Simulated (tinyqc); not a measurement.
# Band bending at a free surface with a continuum of surface states, surface photovoltage and Kelvin probe: effects of single changes

n-type bulk, xi = Ec - EF = Vt ln(Nc/Nd), p0 = ni^2/Nd, ni = sqrt(Nc Nv) exp(-Eg/(2 Vt)), Eg in volts. b is the upward band bending, u = b/Vt. Space charge per area, in units of q: Qc = sign(b) sqrt((2 eps0 eps_r Vt/q) [(Nd + dn)(exp(-u) - 1) + Nd u + (p0 + dn)(exp(u) - 1)]), with dn the excess density under light (flat quasi-Fermi levels; 0 in the dark). The states hold -Ds (E0 - xi - b): negative while the Fermi level lies above the neutrality level. Neutrality: Qc + Qf + (charge of the states) = 0.

Parameters, values chosen for the exercise; band and dielectric values close to those of indium phosphide:

| symbol | value | unit | meaning |
|---|---|---|---|
| T | 300 | K | temperature |
| Eg | 1.32 | eV | band gap |
| eps_r | 12.6 |  | relative permittivity |
| Nc | 5.6e17 | cm^-3 | conduction-band density of states at T |
| Nv | 1.09e19 | cm^-3 | valence-band density of states at T |
| chi | 4.46 | eV | electron affinity |
| Nd | 1e15 | cm^-3 | donor density |
| Qf | 0 | cm^-2 | fixed positive charge at the surface |
| pt | 4.77 | eV | work function of the probe tip |
| Ds | 3.9e12 | cm^-2 eV^-1 | density of surface states |
| E0 | 0.56 | eV | depth of their neutrality level below the conduction edge |

Constants: q = 1.602176634e-19 C, kB = 1.380649e-23 J/K, Vt = kB T/q, eps0 = 8.8541878128e-14 F/cm where lengths are in cm. Results are converted to the units shown.

Each table varies one quantity; the others keep the values above.

## Photovoltage against injection

Under chopped light the surface charge keeps its dark value, so b falls to bL with Qc(bL, dn) = Qc(b, 0); the photovoltage is b - bL.

Photovoltage against injection:

| dn (cm^-3) | bL (V) | photovoltage (mV) | share of b removed (%) |
|---|---|---|---|
| 8.8e5 | 0.3784 | 0.05172 | 0.01367 |
| 8.9e6 | 0.3779 | 0.5138 | 0.1358 |
| 9e7 | 0.3740 | 4.460 | 1.179 |
| 9.1e8 | 0.3560 | 22.47 | 5.938 |
| 9.1e9 | 0.3208 | 57.64 | 15.23 |
| 9.2e10 | 0.2759 | 102.6 | 27.10 |
| 9.3e11 | 0.2263 | 152.2 | 40.21 |
| 9.4e12 | 0.1742 | 204.3 | 53.98 |
| 9.4e13 | 0.1210 | 257.4 | 68.03 |
| 9.5e14 | 0.06905 | 309.4 | 81.75 |
| 9.6e15 | 0.02880 | 349.6 | 92.39 |

What does the table show?

The photovoltage rises from 0.0517 to 350 mV, towards the full b = 378 mV. Its steepest rise is 53.1 mV a decade (Vt ln 10 = 59.5 mV), and it reaches 92.4 % of b in the last row: even strong light does not flatten the bands fully, so a saturation reading understates b. For dn = 9.6e15 the injection is high, and a Dember voltage, left out here, adds to the signal.

## Kelvin-probe contrast of the doping

Same model as above.

Work function chi + xi + b; contact potential difference CPD = (work function of the sample) - pt. b solves the neutrality condition in the dark.

Kelvin-probe contrast of the doping:

| Nd (cm^-3) | xi (eV) | b (V) | CPD (mV) |
|---|---|---|---|
| 1.2e14 | 0.21840 | 0.33576 | 244.16 |
| 2.6e14 | 0.19841 | 0.35276 | 241.18 |
| 5.4e14 | 0.17952 | 0.36748 | 237.00 |
| 1.1e15 | 0.16113 | 0.37999 | 231.11 |
| 2.3e15 | 0.14206 | 0.39024 | 222.30 |
| 4.9e15 | 0.12250 | 0.39671 | 209.21 |
| 1e16 | 0.10406 | 0.39760 | 191.66 |
| 2.1e16 | 0.084883 | 0.39129 | 166.18 |
| 4.5e16 | 0.065180 | 0.37490 | 130.08 |

Read the table: what changes, and by how much?

xi falls by 153 mV over the table and the CPD by 114 mV; b goes from 0.336 through a maximum of 0.398 (at Nd = 1e16 cm^-3 among the rows listed) to 0.375 V. Between the first two rows the CPD follows 14.9 % of the change of xi, and between the last two 183 %. It is below 100 % where b rises with the doping (pinning hides it). It exceeds 100 % where b falls as the doping rises.

## Pinning by the surface states

Same model as above.

Pinning by the surface states:

| Ds (cm^-2 eV^-1) | b (V) | xi + b (eV) | Qc (cm^-2) |
|---|---|---|---|
| 2.4e10 | 0.019622 | 0.18321 | 9.0429e9 |
| 6.7e10 | 0.059815 | 0.22340 | 2.2552e10 |
| 1.8e11 | 0.15802 | 0.32161 | 4.2911e10 |
| 5.1e11 | 0.27980 | 0.44339 | 5.9470e10 |
| 1.4e12 | 0.34853 | 0.51212 | 6.7035e10 |
| 3.9e12 | 0.37844 | 0.54203 | 7.0074e10 |
| 1.1e13 | 0.38994 | 0.55353 | 7.1207e10 |
| 2.9e13 | 0.39394 | 0.55753 | 7.1597e10 |
| 8.1e13 | 0.39552 | 0.55911 | 7.1751e10 |

What does the comparison show?

b rises from 0.0196 to 0.396 V. The Fermi level moves towards E0 = 0.56 eV and is within 0.886 meV of it in the last row; it is half-way there at the Ds that solves Ds b = Qc(b) + Qf with b = (E0 - xi)/2, 2.47e11 cm^-2 eV^-1.

tinyqc, about 0.01 s, one thread, Intel Xeon 2.30GHz (shared host): `OMP_NUM_THREADS=1 python tinyqc.py 2430168 2430169 out.jsonl`
